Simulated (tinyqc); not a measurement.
# p-n diode with diffusion and depletion-layer recombination: currents and ideality against junction voltage

Abrupt junction in the depletion approximation, low injection, full ionisation, neutral widths fixed, ohmic contact on the p side. Vj is the junction voltage; where a series resistance Rs is given, V = Vj + J Rs is the terminal voltage.

ni = sqrt(Nc Nv) exp(-Eg/(2 Vt)), Eg in volts; D = mu Vt; Ln = sqrt(Dn tn), Lp = sqrt(Dp tp); J0n = q ni^2 Dn coth(wp/Ln)/(Ln Na); J0p = (q ni^2 Dp/(Lp Nd)) (s + tanh(wn/Lp))/(1 + s tanh(wn/Lp)), s = Sp Lp/Dp. J_diff = (J0n + J0p)(exp(Vj/Vt) - 1). Vbi = Vt ln(Na Nd/ni^2), W = sqrt(2 eps0 eps_r (Vbi - Vj)(1/Na + 1/Nd)/q), xp = W Nd/(Na + Nd), xn = W Na/(Na + Nd); u(x) = q Na (x + xp)^2/(2 eps0 eps_r) for x < 0 and Vbi - Vj - q Nd (xn - x)^2/(2 eps0 eps_r) for x > 0; p = Na exp(-u/Vt), n = Nd exp((u - Vbi + Vj)/Vt); U = ni^2 (exp(Vj/Vt) - 1)/(tp (n + ni exp(Et/Vt)) + tn (p + ni exp(-Et/Vt))); J_scr = q times the integral of U from -xp to xn. J = J_diff + J_scr. Ideality = (1/Vt) dVj/d ln J or (1/Vt) dV/d ln J; last column ni^2 exp(Vj/Vt)/N^2.

Inputs (values chosen for the exercise); band and dielectric values those of a made-up semiconductor:
```
symbol    value        unit                                  meaning
T           350           K                              temperature
Eg         2.68          eV                                 band gap
eps_r      8.23                                relative permittivity
Nc      2.41e19       cm^-3   conduction-band density of states at T
Nv      2.46e19       cm^-3      valence-band density of states at T
Na         2e16       cm^-3                         acceptor density
Nd       1.4e15       cm^-3                            donor density
mun         620  cm^2/(V s)          electron mobility in the p side
mup          93  cm^2/(V s)              hole mobility in the n side
tn         3e-8           s                        electron lifetime
tp         2e-6           s                            hole lifetime
wp           23          um              neutral width of the p side
wn           18          um              neutral width of the n side
Sp         5000        cm/s  recombination velocity at the n contact
Rs        0.019    ohm cm^2                        series resistance
Et            0          eV     trap level above the intrinsic level
```

Constants: q = 1.602176634e-19 C, kB = 1.380649e-23 J/K, Vt = kB T/q, eps0 = 8.8541878128e-14 F/cm where lengths are in cm. Results are converted to the units shown.

Currents and ideality against junction voltage:
columns A: Vj (V); B: J_diff (A/cm^2); C: J_scr (A/cm^2); D: J (A/cm^2); E: V (V); F: ideality against Vj; G: ideality against V; H: minority/doping, lighter side
```
A             B          C          D       E      F      G          H
0.54  3.440e-23  1.301e-14  1.301e-14  0.5400  1.964  1.964  4.635e-23
0.72  1.344e-20  2.723e-13  2.723e-13  0.7200  1.960  1.960  1.811e-20
0.9   5.252e-18  5.742e-12  5.742e-12  0.9000  1.955  1.955  7.077e-18
1.09  2.859e-15  1.449e-10  1.449e-10   1.090  1.947  1.947  3.852e-15
1.27  1.117e-12   3.128e-9   3.130e-9   1.270  1.937  1.937  1.505e-12
1.45  4.365e-10   6.886e-8   6.930e-8   1.450  1.911  1.911  5.881e-10
1.63   1.706e-7   1.563e-6   1.734e-6   1.630  1.744  1.744   2.298e-7
1.81   6.665e-5   3.764e-5   1.043e-4   1.810  1.199  1.199   8.979e-5
1.99    0.02604   0.001016    0.02706   1.991  1.017  1.034    0.03509
```

What does the comparison show?

The ideality against Vj falls from 1.96 to 1.02. Diffusion overtakes recombination in the layer between Vj = 1.63 and 1.81 V. J_scr alone has an ideality of 1.96 between the first two rows and 1.81 between the last two.

tinyqc, about 0.01 s, one thread, Intel Xeon 2.30GHz (shared host): `OMP_NUM_THREADS=1 python tinyqc.py 2260041 2260042 out.jsonl`
